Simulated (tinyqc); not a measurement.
# Off-state leakage of single and stacked transistors: what changes with what

n-channel devices of unit width. Subthreshold current I(Vg, Vs, Vd) = I0 (T/300 K)^0.5 exp[(Vg - Vs - VT(T) - gb (Vs - Vb) + dd (Vd - Vs))/(nf Vt)] (1 - exp(-(Vd - Vs)/Vt)), VT(T) = VT - cT (T - 300 K). Gate-edge tunnelling Ig (Vd/1 V) exp(ag (Vd - 1 V)), for a gate at 0 V, and band-to-band leakage Ab u exp(-Bb/u), u = Vd - Vb + 1 V, flow at a drain held at V; both are taken as independent of T. In a stack of off transistors (all gates at 0 V) the same subthreshold current passes through each.

Parameters, values chosen for the exercise; values of the order met in bulk silicon logic transistors: temperature T = 300 K; supply voltage V = 1 V; threshold at 300 K, zero drain and body bias VT = 0.36 V; fall of the threshold with temperature cT = 0.6 mV/K; current at threshold at 300 K I0 = 0.92 uA/um; slope factor nf = 1.17; drain-induced lowering per volt dd = 0.17; rise of the threshold per volt of source-body bias gb = 0.22; gate-edge tunnelling current at 1 V Ig = 0.0001 uA/um; exponential slope of the gate current ag = 3.8 1/V; prefactor of band-to-band leakage at the drain Ab = 5 uA/(um V); its exponential voltage Bb = 29 V; body voltage Vb = 0 V.

Constants: q = 1.602176634e-19 C, kB = 1.380649e-23 J/K, Vt = kB T/q. Results are converted to the units shown.

Each table varies one quantity; the others keep the values above.

## Subthreshold current against the height of the stack

All n gates at 0 V, bottom source at 0 V, top drain at V; node voltages follow from equal currents.

Subthreshold current against the height of the stack:
```
n	I (nA/um)	reduction factor	drain voltage of the bottom device (mV)	source voltage of the top device (mV)	voltage across the top device (V)
1	1.721	1.000	1000	0	1.000
2	0.01135	151.6	109.3	109.3	0.8907
3	0.004284	401.7	23.77	130.5	0.8695
4	0.002573	668.8	12.55	141.6	0.8584
5	0.001826	942.5	8.465	149.0	0.8510
6	0.001411	1220	6.369	154.6	0.8454
```

Read the table: what changes, and by how much?

The second transistor cuts the current by a factor of 152, the third by a further 2.65 and the sixth by 1.29. The top device keeps 84.5 % of the supply at n = 6, while the drain voltage of the bottom one falls to 0.246 Vt.

## Leakage components against the threshold

Same model as above.

One transistor with Vg = Vs = 0, Vd = V; stack factor I(one)/I(two in series).

The same in every row: gate edge (nA/um) = 0.1000; band-to-band (nA/um) = 0.005043; stack factor = 151.6.

Leakage components against the threshold:
```
VT (V)	subthreshold (nA/um)	total (nA/um)	largest part
0.15	1782	1782	subthreshold
0.2	341.2	341.3	subthreshold
0.25	65.33	65.44	subthreshold
0.3	12.51	12.61	subthreshold
0.35	2.395	2.500	subthreshold
0.4	0.4585	0.5636	subthreshold
0.45	0.08779	0.1928	gate edge
0.5	0.01681	0.1219	gate edge
0.55	0.003218	0.1083	gate edge
0.6	6.162e-4	0.1057	gate edge
```

As VT goes from 0.15 to 0.6, the total leakage falls from 1780 to 0.106 nA/um. The subthreshold part leads at VT = 0.15, the gate edge part from 0.45 on. The reduction by a stack of two stays at 152, for the subthreshold part alone. For VT = 0.15, 0.2, 0.25 the gate is within about 3 nf Vt of threshold, where the exponential law overstates the current.

tinyqc, about 0.03 s, one thread, Intel Xeon 2.30GHz (shared host): `OMP_NUM_THREADS=1 python tinyqc.py 2242017 2242018 out.jsonl`
